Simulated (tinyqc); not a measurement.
Pull-up strength from the switching point.

Inverse problem. Transistor (EKV form, voltages against the body): I = 2 n b Vt^2 [F(vp - Vs) - F(vp - Vd)] from drain to source, F(v) = ln^2(1 + exp(v/(2 Vt))), vp = (Vg - VT + sg |Vd - Vs|)/n. n-channel bodies are at 0; for the p-channel device all voltages are counted down from Vdd. b in uA/V^2 gives I in uA. In an inverter In(Vg = Vd = VM) equals Ip at the switching point VM. Find bp and the current there.

Inputs (values chosen for the exercise):
- T = 300 K (temperature)
- Vdd = 0.75 V (supply voltage)
- n = 1.13 (slope factor)
- sg = 0.031 (drain-induced barrier lowering)
- VTn = 0.36 V (n-channel threshold)
- VTp = 0.28 V (p-channel threshold (magnitude))
- bn = 540 uA/V^2 (gain factor of the pull-down transistor)

Constants: q = 1.602176634e-19 C, kB = 1.380649e-23 J/K, Vt = kB T/q. Results are converted to the units shown.

VM = 0.413797010 V

Answer. Ip is proportional to bp, so bp is In(VM) over the p-channel current for unit b.

bp = 540.0 uA/V^2
current at VM = 1.639 uA

Numbers from tinyqc (`OMP_NUM_THREADS=1 python tinyqc.py 2340137 2340138 out.jsonl`; about 0.04 s on one thread of a shared Intel Xeon 2.30GHz).
